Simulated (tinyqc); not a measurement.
Charge control and current of a heterostructure field-effect transistor: one step, computed by the program tinyqc.

Two subbands in a triangular well; E_F is counted from the conduction band edge of the channel at the interface.

Task: Saturation current. With V = e n_s/C_g and V_c = v_s L/mu: for v = mu F/(1 + mu F/v_s), V_Dsat = V_c (sqrt(1 + 2V/V_c) - 1) and I/W = C_g v_s (V - V_Dsat); g_m = dI/dV; extrinsic g_m/(1 + g_m R_S); f_T = g_m/(2 pi C_g L).

Inputs (values chosen for the exercise, modelled on AlGaAs/GaAs):

| quantity | value | unit |
|---|---|---|
| permittivity eps (barrier and channel) | 12.5 | - |
| conduction band offset dE_c | 0.15 | eV |
| mobility mu | 8500 | cm^2/(V s) |
| saturation velocity v_s | 1.6 | 1e7 cm/s |
| gate length L | 610 | nm |
| source resistance R_S | 0.4 | ohm mm |
| temperature T | 300 | K |
| spacer between delta layer and channel | 3.9 | nm |

Charge source: delta doping. Velocity law: smooth.

sheet density n_s = 1.297137e+12 1/cm^2

gate capacitance C_g = 0.2772390 microfarad/cm^2

Constants: e = 1.602176634e-19 C.

Give: V; V_c; V_Dsat; saturation current I/W; intrinsic g_m; extrinsic g_m; intrinsic f_T.

Result:

V = 0.74962 V

V_c = 0.11482 V

V_Dsat = 0.31568 V

saturation current I/W = 192.49 mA/mm

intrinsic g_m = 325.27 mS/mm

extrinsic g_m = 287.82 mS/mm

intrinsic f_T = 30.611 GHz

V/V_c = 6.53: velocity saturation rules; I is 58 % of e n_s v_s = 333 mA/mm. Caution: E_F lies above the conduction band minimum of the barrier, so electrons would spill into the barrier.
